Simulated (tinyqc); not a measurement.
# Elastic trap-assisted tunnelling through a dielectric: what changes with what

Emitter at x = 0 (Fermi level 0), collector at x = t (Fermi level -V), band edge U(x) = phi - F x, F = V/t. A trap at x has the energy E = U(x) - Et. With G(u) = (4/(3 F)) sqrt(mo/C) max(u, 0)^1.5, C = hbar^2/(2 m0): S1 = G(phi - E) - G(Et), S2 = G(Et) - G(phi - V - E), T1,2 = exp(-S1,2). The steady rate through one trap is nu T1 T2 (f1 - f2)/(T1 + T2), f1 = f(E), f2 = f(E + V), f(y) = 1/(1 + exp(y/Vt)); both contacts offer states at E.

Inputs (values chosen for the exercise); dielectric values close to those of silicon dioxide: temperature T = 350 K; barrier above the emitter Fermi level phi = 3.01 eV; tunnelling mass mo = 0.49 m0; thickness t = 8 nm; trap depth below the band edge of the dielectric Et = 2.57 eV; trap density Nt = 2.1e17 cm^-3; attempt frequency nu = 1e13 1/s; voltage V = 1.17 V.

Constants: q = 1.602176634e-19 C, kB = 1.380649e-23 J/K, hbar = 1.054571817e-34 J s, m0 = 9.1093837015e-31 kg, Vt = kB T/q, hbar^2/(2 m0) = 0.0380998212 eV nm^2. Results are converted to the units shown.

Each table varies one quantity; the others keep the values above.

## Effect of the trap depth

J = q Nt times the integral of the rate over x. Direct S = (4/(3 F)) sqrt(mo/C) [phi^1.5 - max(phi - V, 0)^1.5].

The same in every row: direct S = 89.1.

Effect of the trap depth:
```
Et (eV)	J (A/cm^2)	x of the peak over t	larger S there
1.35	2.97e-27	0.449	32.7
1.6	6.07e-25	0.458	35.9
1.84	1.24e-22	0.464	38.7
2.09	3.80e-20	0.469	41.3
2.33	1.04e-17	0.472	43.7
2.58	6.69e-17	0.470	45.8
2.82	7.63e-18	0.473	47.9
3.07	8.63e-19	0.475	50.0
3.31	1.17e-19	0.477	52.0
```

What does the comparison show?

J goes from 2.97e-27 through a maximum of 6.69e-17 (at Et = 2.58 eV among the rows listed) to 1.17e-19 A/cm^2. Shallow traps near the emitter lie above its Fermi level and stay empty, while deep traps face higher barriers, so a middle depth conducts best.

## Effect of the thickness at fixed voltage

Same model as above.

Results:
```
t (nm)	J (A/cm^2)	x of the peak over t	larger S there	direct S
2.5	0.00273	0.468	14.3	27.9
3.4	1.69e-5	0.469	19.5	37.9
4.4	5.78e-8	0.469	25.2	49.0
6.2	2.06e-12	0.470	35.4	69.1
7.1	1.23e-14	0.470	40.6	79.1
8.1	4.12e-17	0.470	46.3	90.2
9	2.45e-19	0.470	51.4	100
```

Estimate the missing row, t = 5.3 nm.

Computed row:
```
t (nm)	J (A/cm^2)	x of the peak over t	larger S there	direct S
5.3	3.46e-10	0.469	30.3	59.1
```

With this row back in the table: J falls from 0.00273 to 2.45e-19 A/cm^2, on average 2.47 decades a nanometre, against 4.84 for the direct exponent: trap-assisted leakage falls more slowly, so it gains on direct tunnelling as the layer thickens.

Range of the model: Phonon-assisted (inelastic) capture, chains of traps and a spread of trap depths are left out.

Numbers from tinyqc (`OMP_NUM_THREADS=1 python tinyqc.py 2370025 2370026 out.jsonl`; about 0.03 s on one thread of a shared Intel Xeon 2.30GHz).
